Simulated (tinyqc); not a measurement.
Inside a calculation. Method: UHF in the sto-6g basis, for BeH+, spin multiplicity 1. One step of it, computed by the program tinyqc.

Problem. Orthogonalisation. S = U s U^T; symmetric (Loewdin) form X = U s^(-1/2) U^T, so that X^T S X = 1.

overlap S, lower triangle:
```
           1Be 1s    1Be 2s   1Be 2px   1Be 2py   1Be 2pz     2H 1s
1Be 1s   1.000000
1Be 2s   0.254764  1.000000
1Be 2px  0.000000  0.000000  1.000000
1Be 2py  0.000000  0.000000  0.000000  1.000000
1Be 2pz  0.000000  0.000000  0.000000  0.000000  1.000000
2H 1s    0.057240  0.419484  0.000000  0.000000  0.494218  1.000000
```

Give: eigenvalues of S; X.

Solution.

eigenvalues of S: 0.342  0.798  1.000  1.000  1.173  1.687

X, lower triangle:
```
         1Be 1s  1Be 2s  1Be 2px  1Be 2py  1Be 2pz  2H 1s
1Be 1s    1.027
1Be 2s   -0.142   1.127
1Be 2px   0.000   0.000    1.000
1Be 2py   0.000   0.000    0.000    1.000
1Be 2pz  -0.010   0.117    0.000    0.000    1.135
2H 1s     0.020  -0.299    0.000    0.000   -0.346  1.234
```
